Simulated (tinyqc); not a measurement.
From low-field mobility mu_0 back to acoustic deformation potential D_A: hot carriers by balance equations with a heated Maxwellian. Computed by tinyqc, a small Python program. Command: `OMP_NUM_THREADS=1 python tinyqc.py 3019385 3019386 out.jsonl hot inv`. One thread of a shared host (Intel(R) Xeon(R) Processor @ 2.30GHz), about 0.1 s of CPU time with the checks.

The carriers follow a Maxwellian at an electron temperature T_e, slightly displaced; the drift energy is neglected against k_B T_e. The balance averages the rate, not the time, so mu_0 lies below the relaxation-time value.

Inputs (values chosen for the exercise, modelled on holes in silicon):
```
quantity                                          value       unit
effective mass m                                  0.511        m_0
density rho                                        2329     kg/m^3
sound velocity v_l                                 9280        m/s
phonon energy hbar w                               64.4        meV
optical or intervalley deformation potential D_o      9  1e8 eV/cm
final valleys Z_f                                     1          -
lattice temperature T                               300          K
```

Band: parabolic. Solver: damped fixed point.

Constants: k_B = 8.617333262e-05 eV/K; k_B = 1.380649e-23 J/K; e = 1.602176634e-19 C; hbar = 1.054571817e-34 J s; m_0 = 9.1093837015e-31 kg; hbar = 6.582119569e-16 eV s.

Method:
- Parabolic band: E = hbar^2 k^2/(2 m), speed v = hbar k/m, states per spin, volume and energy g(E) = m k/(2 pi^2 hbar^2). Masses are multiplied by m_0 and all formulas are in SI units.
- Phonon occupation N_q = 1/(exp(hbar w/(k_B T)) - 1).
- Acoustic deformation potential (elastic, equipartition, absorption and emission together): 1/tau = 2 pi k_B T D_A^2 g(E)/(hbar rho v_l^2).
- Optical or intervalley deformation potential: 1/tau = (pi Z_f D_o^2/(rho w)) [N_q g(E + hbar w) + (N_q + 1) g(E - hbar w)], with g = 0 below the band edge.
- Averages over the Maxwellian, <y> = int y x^(1/2) exp(-x) dx / int x^(1/2) exp(-x) dx with x = E/(k_B T_e), split at x_0 = hbar w/(k_B T_e): 64 Gauss-Legendre points in sqrt(x) below it and 128 in sqrt(x - x_0) above it, up to x = 32. Momentum balance: mu(T_e) = e/(m nu), nu = <x (sum of rates)>/<x>. Power lost per carrier: P(T_e) = hbar w <emission rate - absorption rate> + <(2 m v_l^2/(k_B T)) (E - 2 k_B T) acoustic rate>.
- Energy relaxation time at weak heating: tau_E = (3/2) k_B / (dP/dT_e), the derivative by a central difference of +/- 0.5 K at T_e = T.

Task: A run gave the result below. Find the acoustic deformation potential D_A, known to lie between 2.5 and 7.4 eV.

low-field mobility mu_0 = 875.3122 cm^2/(V s)

Result:

Each step takes the trial c = (a f_b - b f_a)/(f_b - f_a), f being the result less the target and a, b, c the logarithms of the listed values; c replaces end b, the old b replaces a if the sign of f changed, and otherwise f_a is halved.

Scan of the range:
```
acoustic deformation potential D_A (eV)  low-field mobility mu_0 (cm^2/(V s))
2.50                                                                  1203.54
3.00                                                                  1138.58
3.59                                                                  1057.85
4.30                                                                   959.81
5.15                                                                   847.22
6.18                                                                   723.85
7.40                                                                   599.85
```

False position (Illinois rule, in the logarithm of the input) inside the bracket:
```
step    end a    end b    trial  low-field mobility mu_0 (cm^2/(V s))
1     4.30000  5.15000  4.92333                               876.442
2     5.15000  4.92333  4.93191                               875.325
3     5.15000  4.93191  4.93209                               875.300
4     4.93191  4.93209  4.93200                               875.312
```

Low-field mobility mu_0 falls at every point of a 13-point scan of the range (every second point is shown), so one value fits; it is bracketed by 4.30 and 5.15. Answer: acoustic deformation potential D_A = 4.932 eV.
